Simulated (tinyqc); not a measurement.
# Schottky diode by the thermionic emission-diffusion theory: effect of the mobility

Metal on an n-type semiconductor with one parabolic valley; V > 0 is forward bias (metal positive). The band bends as a parabola over the depletion layer, by Vd = Vbi - V; no image force. Carriers drift and diffuse up to the interface and leave it with the velocity vR.

A* = 4 pi q me m0 kB^2/h^3 (times 1e-4 for A/(cm^2 K^2)); Nc = 2 (2 pi me m0 kB T/h^2)^1.5 (times 1e-6 for cm^-3); Vbi = phi - Vt ln(Nc/Nd); vR = A* T^2/(q Nc). LD = sqrt(eps0 eps_r Vt/(q Nd)), a = sqrt((Vbi - V)/Vt), D(a) = exp(-a^2) int_0^a exp(s^2) ds (Dawson), vD = mun Vt/(sqrt(2) LD D(a)). J = q Nc [vR vD/(vR + vD)] exp(-phi/Vt) [exp(V/Vt) - 1].

Parameters, values chosen for the exercise; band and dielectric values those of a made-up semiconductor:
- T = 300 K (temperature)
- me = 0.0804 m0 (electron mass)
- eps_r = 10.4 (relative permittivity)
- phi = 0.44 eV (barrier height seen from the metal)
- Nd = 9.8e15 cm^-3 (donor density)
- V = 0.23 V (bias)

Constants: q = 1.602176634e-19 C, kB = 1.380649e-23 J/K, h = 6.62607015e-34 J s, m0 = 9.1093837015e-31 kg, Vt = kB T/q, eps0 = 8.8541878128e-14 F/cm where lengths are in cm. Results are converted to the units shown.

The same in every row: vR (cm/s) = 9.487e6.

Effect of the mobility:

| mun (cm^2/(V s)) | vD (cm/s) | vD/(vR + vD) | J (A/cm^2) |
|---|---|---|---|
| 1.2 | 1.887e4 | 0.001985 | 0.5120 |
| 4.4 | 6.921e4 | 0.007242 | 1.867 |
| 16 | 2.517e5 | 0.02584 | 6.663 |
| 57 | 8.965e5 | 0.08634 | 22.26 |
| 210 | 3.303e6 | 0.2582 | 66.59 |
| 750 | 1.180e7 | 0.5542 | 142.9 |
| 2700 | 4.247e7 | 0.8174 | 210.8 |
| 9800 | 1.541e8 | 0.9420 | 242.9 |

What does the table show?

J rises from 0.512 to 243 A/cm^2, as mun^(1.00) between the first two rows and mun^(0.11) between the last two. vD equals vR at mun = 603 cm^2/(V s): below that diffusion limits the current, above it emission. In 2 of the 8 rows vD exceeds 3e7 cm/s, beyond usual saturation velocities, since the low-field mobility is used at the surface field.

tinyqc, about 0.01 s, one thread, Intel Xeon 2.30GHz (shared host): `OMP_NUM_THREADS=1 python tinyqc.py 2640108 2640109 out.jsonl`
